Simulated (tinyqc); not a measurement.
# Resistance of a tapered via with liner, size effect and interface: several studies

A round via whose diameter grows from db at the bottom as D(z) = db + 2 z/tan(ang). The fill, of diameter D - 2 tl, starts above the bottom liner (thickness fb tl) and has rho = rho0 (1 + ks lam/(D - 2 tl)); the sidewall liner conducts in parallel with it. The bottom liner and the interface are crossed over the full area pi db^2/4. Spreading in the lines above and below is left out.

Parameters, values chosen for the exercise; fill metal close to copper:
```
symbol    value      unit                                                meaning
db           15        nm                                 diameter at the bottom
hv           54        nm                                                 height
ang          88   degrees                                         sidewall angle
rho0       1.66   uohm cm                           bulk resistivity of the fill
lam        39.9        nm                             mean free path of the fill
ks          1.2                                               size-effect factor
tl          2.6        nm                                  liner on the sidewall
fb            1                    liner at the bottom over that on the sidewall
rl          540   uohm cm                               resistivity of the liner
ri      2.9e-12  ohm cm^2                    interface resistivity at the bottom
Sb       1.1e15     S/m^2   ballistic conductance per area, about 3/(4 rho0 lam)
rho2       6.14   uohm cm  bulk resistivity of the second fill (close to cobalt)
lam2       11.6        nm                                     its mean free path
tl2         1.7        nm                                              its liner
```

Each table varies one quantity; the others keep the values above.

## Via resistance against the diameter at the bottom

Slices between z0 = fb tl and hv, evaluated at their midpoints: conductance per length pi/4 [(D - 2 tl)^2/rho + (D^2 - (D - 2 tl)^2)/rl], slice resistance = slice height over that. 2000 slices. R_fill = sum of the slices; R_bottom = rl fb tl/(pi db^2/4); R_interface = ri/(pi db^2/4); ballistic (Sharvin) limit 1/(Sb pi (db - 2 tl)^2/4); ideal cylinder rho0 hv/(pi db^2/4).

Result of one run:
columns A: db (nm); B: R_fill (ohm); C: R_bottom (ohm); D: R_interface (ohm); E: R (ohm); F: ballistic limit (ohm); G: R over ideal cylinder; H: largest part
```
A       B      C       D      E      F      G             H
22  11.04  36.93  0.7629  48.73  4.101  20.67  bottom liner
```

What becomes of these results when the diameter at the bottom db is changed from 22 to 11 nm, all else the same?

Result of the changed run:
columns A: db (nm); B: R_fill (ohm); C: R_bottom (ohm); D: R_interface (ohm); E: R (ohm); F: ballistic limit (ohm); G: R over ideal cylinder; H: largest part
```
A       B      C      D      E      F      G             H
11  136.1  147.7  3.052  286.8  34.41  30.41  bottom liner
```

The whole series:
columns A: db (nm); B: R_fill (ohm); C: R_bottom (ohm); D: R_interface (ohm); E: R (ohm); F: ballistic limit (ohm); G: R over ideal cylinder; H: largest part
```
A         B      C        D      E       F      G             H
8.3   492.7  259.5    5.360  757.6   120.4  45.73          fill
11    136.1  147.7    3.052  286.8   34.41  30.41  bottom liner
16    32.26  69.83    1.442  103.5   9.924  23.22  bottom liner
22    11.04  36.93   0.7629  48.73   4.101  20.67  bottom liner
30    4.240  19.86   0.4103  24.51   1.882  19.33  bottom liner
42    1.617  10.13   0.2093  11.96  0.8547  18.49  bottom liner
58   0.6788  5.314   0.1098  6.103  0.4152  17.99  bottom liner
80   0.2993  2.793  0.05769  3.150  0.2069  17.66  bottom liner
```

R falls from 758 to 3.15 ohm. The fill is the largest part at db = 8.3, the bottom liner from 11 on. R goes as db^(-3.45) between the first two rows and db^(-2.06) between the last two; area alone gives -2. For db = 42, 58, 80 the ballistic limit exceeds half of R_fill, so the diffusive model understates R.

## Via resistance against the interface resistivity at the bottom

Same model as above.

2000 slices.

The same in every row: R_fill (ohm) = 40.67; R_bottom (ohm) = 79.45; ballistic limit (ohm) = 12.05.

Via resistance against the interface resistivity at the bottom:
```
ri (ohm cm^2)  R_interface (ohm)  R (ohm)  R over ideal cylinder  largest part
2e-13                     0.1132    120.2                  23.70  bottom liner
5e-13                     0.2829    120.4                  23.74  bottom liner
1e-12                     0.5659    120.7                  23.79  bottom liner
2e-12                      1.132    121.3                  23.90  bottom liner
6e-12                      3.395    123.5                  24.35  bottom liner
1e-11                      5.659    125.8                  24.80  bottom liner
3e-11                      16.98    137.1                  27.03  bottom liner
```

What does the table show?

R rises from 120 to 137 ohm. The bottom liner is the largest part at ri = 2e-13 and in all other rows. The share of the two bottom terms goes from 66.2 to 70.3 %.

## Two fill metals against the diameter

2000 slices. R_fill = sum of the slices; R_bottom = rl fb tl/(pi db^2/4); R_interface = ri/(pi db^2/4). The second fill has rho2, lam2 and tl2 in place of rho0, lam and tl.

Two fill metals against the diameter:
```
db (nm)  R, first fill (ohm)  R, second fill (ohm)  ratio second/first
8.5                   690.51                429.55             0.62208
12                    221.93                171.37             0.77217
17                    89.205                74.108             0.83076
24                    40.050                33.984             0.84853
35                    17.598                14.986             0.85160
49                    8.6607                7.3593             0.84973
70                    4.1420                3.5071             0.84672
100                   1.9979                1.6860             0.84388
```

What does the table show?

The ratio goes from 0.622 to 0.844. The second fill gives the lower R in every row.

Computed by the program tinyqc: `OMP_NUM_THREADS=1 python tinyqc.py 2750187 2750188 out.jsonl`, one thread of a shared Intel Xeon 2.30GHz, about 0.01 s for the whole run.
